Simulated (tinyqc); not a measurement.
# Worked calculation: p-type polysilicon, carrier trapping at grain boundaries

Numbers from tinyqc (`OMP_NUM_THREADS=1 python tinyqc.py 2830042 2830043 out.jsonl`; about 0.01 s on one thread of a shared Intel Xeon 2.30GHz). Printed values are rounded.

One-dimensional grains of size Lg, uniform ionised doping N, monovalent traps Qt at each boundary at a depth Et below (for electrons) or above (for holes) the band edge there, abrupt depletion of width W on each side of a boundary, Boltzmann statistics. xi is the distance from the band edge at the grain centre to the Fermi level. Trapped charge Qt/(1 + exp((xi + VB - Et)/Vt)) = 2 N W, barrier VB = q N W^2/(2 eps0 eps_r).

Inputs (values chosen for the exercise); values of the order met in polycrystalline silicon:
```
symbol,value,unit,meaning
T,350,K,temperature
eps_r,11.7,,relative permittivity
NB,3.34e19,cm^-3,valence-band density of states at T
Lg,90,nm,grain size
Qt,1.9e12,cm^-2,trap density of a grain boundary
Et,0.41,eV,depth of the trap level from the majority band edge at the boundary
ms,0.57,m0,mass for thermionic emission
fe,0.12,,correction factor of the emission rate
N,7e16,cm^-3,doping
```

Constants: q = 1.602176634e-19 C, kB = 1.380649e-23 J/K, m0 = 9.1093837015e-31 kg, Vt = kB T/q, eps0 = 8.8541878128e-14 F/cm where lengths are in cm. Results are converted to the units shown.

## Depletion width, Fermi level and barrier

If the trap equation with xi = Vt ln(NB/N) has a root W < Lg/2, the grain is partly depleted; otherwise W = Lg/2 and the trap equation gives xi = Et - VB + Vt ln(Qt/(N Lg) - 1). N* = Qt/Lg.

N* = 2.11111e17 cm^-3
W = 45 nm
xi = 0.321529 V
VB = 0.109615 V
share of traps filled = 0.331579

N is 0.332 N*, and the grain is fully depleted; VB = 3.63 Vt.

## Resistivity and effective mobility

n0 = NB exp(-xi/Vt); mean density n0 (1 - 2 W/Lg) by charge balance in a partly depleted grain, and n0 (sqrt(pi)/2) erf(u)/u with u = sqrt(VB/Vt) in a fully depleted one; v = sqrt(kB T/(2 pi ms m0)); barrier resistivity Vt exp(VB/Vt)/(q fe n0 v Lg); grain resistivity (1 - 2 W/Lg)/(q n0 mug); effective mobility 1/(q mean density total resistivity).

n0 = 7.83295e14 cm^-3
mean density = 3.61575e14 cm^-3
v = 3.84861e6 cm/s
barrier resistivity = 2190.08 ohm cm
grain resistivity = 0.00000 ohm cm
resistivity = 2190.08 ohm cm
effective mobility = 7.88190 cm^2/(V s)

The resistivity is 3680 times that of a single crystal with the same N and mobility mug, and the mean density is 0.517 % of N.
